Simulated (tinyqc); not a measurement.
What moves the results: optical gain and spontaneous emission in a bulk direct-gap semiconductor. A value that a table varies takes the place of the one given here.

Parabolic bands, vertical transitions, no excitons. For each hole band j: mr = me mj/(me + mj); joint density of states J_j(E) = (mr/c)^(3/2) sqrt(E - Eg)/(2 pi^2), both spins, c = hbar^2/2m0; averaged matrix element |e.p|^2 = m0 Ep/6; alpha_j(E) = 4 pi^2 alpha_f c Ep J_j/(3 nr E) in 1/angstrom (alpha_f the fine-structure constant, listed as alpha among the constants), times 1e8 for 1/cm.

F_j(eta) = (1/Gamma(j + 1)) integral_0^infinity x^j dx/(1 + exp(x - eta)), which tends to exp(eta) for eta << 0.

Quasi-Fermi levels: n = Nc F_1/2(Fc/kT) and p = Nv F_1/2(Fv/kT), Fc counted up from the conduction edge and Fv down from the valence edge; Nc, Nv from N = 2 (m kB T/(4 pi c))^(3/2) with c = hbar^2/2m0, in 1/angstrom^3; times 1e24 for 1/cm^3, with me and (mhh^(3/2) + mlh^(3/2))^(2/3).

For band j the electron sits at Ee = (E - Eg) mr/me above its edge and the hole at Eh = (E - Eg) mr/mj; fe = 1/(1 + exp((Ee - Fc)/kT)), fh = 1/(1 + exp((Eh - Fv)/kT)); gain g = sum_j alpha_j (fe + fh - 1).

Spontaneous rate: R = integral of (nr E/(hbar c))^2/(pi^2 hbar) sum_j alpha_j fe fh dE, with alpha in 1/cm and (nr E/(hbar c))^2 in 1/cm^2 (1e16 per 1/angstrom^2); B = R/(n p); lifetime n/R.

Constants: hbar^2/2m0 = 3.80998211 eV angstrom^2; fine-structure constant alpha = 0.007297352564; kB = 8.617333262e-05 eV/K; hbar = 6.58211957e-16 eV s; hbar c = 1973.269805 eV angstrom.

Values chosen for the exercise (near those of InGaAs; not measured data): Eg = 0.766 eV (direct gap); me = 0.041 m0 (electron mass); mhh = 0.457 m0 (heavy-hole mass); mlh = 0.0508 m0 (light-hole mass); Ep = 22.9 eV (Kane energy); nr = 3.52 (refractive index); T = 300 K; n = 2.1e+18 1/cm^3 (injected density, n = p).

## Peak gain against injection

The peak is the largest g over E; a dash marks no gain.

Gain:

| n (1/cm^3) | Fc (eV) | Fv (eV) | peak gain (1/cm) | peak E - Eg (eV) | B (cm^3/s) |
|---|---|---|---|---|---|
| 3.6e+17 | 0.0296 | -0.0799 | - | - | 1.35e-10 |
| 5.7e+17 | 0.0501 | -0.0678 | - | - | 1.28e-10 |
| 8.2e+17 | 0.0696 | -0.0581 | 31 | 0.0040 | 1.21e-10 |
| 1.0e+18 | 0.0818 | -0.0528 | 119 | 0.0107 | 1.16e-10 |
| 1.3e+18 | 0.1002 | -0.0456 | 286 | 0.0213 | 1.10e-10 |
| 1.6e+18 | 0.1168 | -0.0399 | 451 | 0.0312 | 1.05e-10 |
| 2.1e+18 | 0.1419 | -0.0323 | 707 | 0.0462 | 9.75e-11 |
| 2.9e+18 | 0.1777 | -0.0231 | 1062 | 0.0663 | 8.87e-11 |

transparency density (Fc + Fv = 0) = 7.14e+17 1/cm^3

What can be read from the table?

Gain starts at 7.14e+17 1/cm^3, where Fc = -Fv = 0.0618 eV: with Nv/Nc = 39 the electrons must be degenerate before the holes are. The slope of peak gain against n is 4.89e-16 cm^2 between the first two rows with gain and 4.45e-16 between the last two; the peak moves from 0.0040 to 0.0663 eV above the gap as the bands fill, and B falls by a factor 1.52. Line broadening and gap shrinkage are left out.

## Gain spectrum

At the density n.

Spectrum:

| E - Eg (eV) | alpha, empty (1/cm) | fe, heavy | fh, heavy | g (1/cm) |
|---|---|---|---|---|
| 0.005 | 1593 | 0.995 | 0.220 | 337 |
| 0.010 | 2239 | 0.994 | 0.217 | 457 |
| 0.020 | 3126 | 0.992 | 0.212 | 595 |
| 0.030 | 3781 | 0.988 | 0.207 | 667 |
| 0.045 | 4545 | 0.980 | 0.199 | 706 |
| 0.060 | 5152 | 0.966 | 0.191 | 681 |
| 0.080 | 5809 | 0.934 | 0.182 | 540 |
| 0.100 | 6345 | 0.874 | 0.172 | 230 |
| 0.130 | 6992 | 0.705 | 0.159 | -720 |
| 0.170 | 7654 | 0.366 | 0.143 | -2853 |
| 0.220 | 8265 | 0.089 | 0.124 | -5239 |

Fc + Fv = 0.1095 eV

What does this show?

g is positive below E - Eg = 0.1095 eV; the largest value listed is 706 1/cm at 0.045 eV. At 0.220 eV above the gap g is -0.63 times the absorption of the empty crystal, whose limit is -1.

## Transparency density and B against temperature

Eg is held fixed; B is taken at n = 1e15 1/cm^3.

Results:

| T (K) | transparency density (1/cm^3) | Fc/kT there | B (cm^3/s) |
|---|---|---|---|
| 100 | 1.37e+17 | 2.390 | 7.56e-10 |
| 150 | 2.52e+17 | 2.390 | 4.15e-10 |
| 200 | 3.89e+17 | 2.390 | 2.72e-10 |
| 250 | 5.43e+17 | 2.390 | 1.96e-10 |
| 300 | 7.14e+17 | 2.390 | 1.51e-10 |
| 350 | 9.00e+17 | 2.390 | 1.20e-10 |
| 400 | 1.10e+18 | 2.390 | 9.94e-11 |
| 500 | 1.54e+18 | 2.390 | 7.22e-11 |

What can be read from the table?

Fc/kT at transparency stays at 2.390, since it depends on Nv/Nc alone, so the density goes as T^1.50. B goes as T^-1.46, against T^-1.5 for non-degenerate carriers: hot carriers spread over k and fewer pairs share a wave vector.

## What moves transparency and gain

Transparency is Fc + Fv = 0; the peak is the largest g over E at the density n (0 if none). Each row changes one parameter from the base and keeps the others.

Results:

| case | transparency density (1/cm^3) | Fc + Fv (eV) | peak gain (1/cm) |
|---|---|---|---|
| base | 7.14e+17 | 0.1095 | 707 |
| me = 0.0471 m0 | 8.20e+17 | 0.0900 | 739 |
| mhh = 0.274 m0 | 5.56e+17 | 0.1308 | 1253 |
| Ep = 25.2 eV | 7.14e+17 | 0.1095 | 778 |
| T = 340 K | 8.61e+17 | 0.0980 | 556 |
| n = 2.73e+18 1/cm^3 | 7.14e+17 | 0.1456 | 992 |
| nr = 3.7 | 7.14e+17 | 0.1095 | 672 |

What does this show?

The largest shifts from the base row, up to three for each result and ties (the steps differ in size, so this ranks the rows, not the parameters). transparency density (1/cm^3): mhh -1.58e+17, T +1.47e+17, me +1.06e+17; unchanged at the printed digits by Ep, n and nr. Fc + Fv (eV): n +0.0361, mhh +0.0213, me -0.0196; unchanged at the printed digits by Ep and nr. peak gain (1/cm): mhh +546, n +285, T -150.

Program tinyqc; command `OMP_NUM_THREADS=1 python tinyqc.py 1681711 1681712 out.jsonl`; about 0.08 s on one thread of a shared Intel(R) Xeon(R) Processor @ 2.30GHz.
